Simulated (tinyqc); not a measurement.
# Schottky barrier on an n-type semiconductor, non-linear Poisson equation by Newton steps: two studies

One dimension, metal at x = 0, donor density C(x) = Nd, uniform. Energies are counted from the electron Fermi level of the semiconductor and the conduction-band edge is Ec = -psi, so n = Nc exp(psi/Vt); holes follow the Fermi level of the metal, at -V, so p = Nv exp((V - psi - Eg)/Vt). Ends: psi(0) = V - phiB and psi = Vt ln(Nd/Nc) deep inside. Boltzmann statistics, full ionisation, no current, no image force in the Poisson equation.

Values chosen for this exercise; band and dielectric values close to those of silicon:
```
symbol,value,unit,meaning
T,300,K,temperature
Eg,1.1,eV,band gap
eps_r,11.5,,relative permittivity
Nc,2.82e19,cm^-3,conduction-band density of states at T
Nv,2.68e19,cm^-3,valence-band density of states at T
Nd,3.6e17,cm^-3,donor density deep in the semiconductor
phiB,0.56,eV,barrier height
```

Constants: q = 1.602176634e-19 C, kB = 1.380649e-23 J/K, Vt = kB T/q, eps0 = 8.8541878128e-14 F/cm where lengths are in cm. Results are converted to the units shown.

Each table varies one quantity; the others keep the values above.

## Capacitance-voltage profiling

The Poisson equation d/dx(eps0 eps_r dpsi/dx) = -q (p - n + C) is solved on a mesh of about 1000 nodes or more that ends in neutral material. C_s = q d/dV of the integral of n over x, from the linearised equation. Probed depth w = eps0 eps_r/C_s; apparent doping N_app = C_s^3/(q eps0 eps_r dC_s/dV), the derivative by central differences over +/- 0.02 V.

The same in every row: true C(w) (cm^-3) = 3.600e17.

Capacitance-voltage profiling:
```
V (V)  C_s (nF/cm^2)  w (nm)  N_app (cm^-3)  |E_0| (kV/cm)
0              264.0   38.57       3.595e17          218.5
-0.62          167.9   60.64       3.599e17          343.5
-1.25          132.5   76.82       3.600e17          435.2
-1.88          113.0   90.14       3.600e17          510.6
-2.5           100.3   101.6       3.600e17          575.3
-3.12          91.06   111.8       3.600e17          633.4
-3.75          83.90   121.4       3.600e17          687.4
-4.38          78.20   130.2       3.600e17          737.5
-5             73.60   138.4       3.600e17          783.7
```

What does the comparison show?

C_s falls from 264 to 73.6 nF/cm^2 while the probed depth goes from 38.6 to 138 nm. The apparent doping stays near 3.60e17 cm^-3. It departs most from the true doping at that depth for V = 0 V, where it is 0.14 % below it; so the doping is read well over the depths probed. For V = -3.12, -3.75, -4.38, -5 the field at the metal is high enough for tunnelling or breakdown, which would limit the profiling.

## Effect of the bias of the metal against the semiconductor

First integral for uniform doping: E_0^2 = (2 q/(eps0 eps_r)) [Nd (U - Vt + Vt exp(-U/Vt)) + Vt p_0], U = Vbi - V, Vbi = phiB - Vt ln(Nc/Nd), p_0 = Nv exp((phiB - Eg)/Vt) (deep holes neglected). Image-force lowering dphi = sqrt(q E_0/(4 pi eps0 eps_r)), at x_m = sqrt(q/(16 pi eps0 eps_r E_0)). W = sqrt(2 eps0 eps_r U/(q Nd)).

The same in every row: Vbi (V) = 0.4473; p_0/Nd = 6.313e-8.

Effect of the bias of the metal against the semiconductor:
```
V (V)  W (nm)  E_0 (kV/cm)  dphi (mV)  exp(dphi/Vt)
0       39.74        218.5      52.31         7.563
-1.4    80.76        454.3      75.42         18.49
-2.9    108.7        613.4      87.64         29.67
-4.3    129.5        731.4      95.70         40.52
-5.7    147.3        832.8      102.1         51.93
-7.1    163.2        923.1      107.5         63.99
-8.6    178.7         1011      112.5         77.64
-10     192.1         1087      116.6         91.10
```

Read the table: what changes, and by how much?

As V goes from 0 to -10, the surface field rises from 218 to 1090 kV/cm, the lowering rises from 52.3 to 117 mV and W rises from 39.7 to 192 nm. The reverse current factor exp(dphi/Vt) grows by 12.0 over the table, so a thermionic reverse current does not saturate. For V = -2.9, -4.3, -5.7, -7.1, -8.6, -10 the field exceeds 600 kV/cm, where tunnelling through the top of the barrier adds to any current.

Numbers from tinyqc (`OMP_NUM_THREADS=1 python tinyqc.py 2020138 2020139 out.jsonl`; about 0.05 s on one thread of a shared Intel Xeon 2.30GHz).
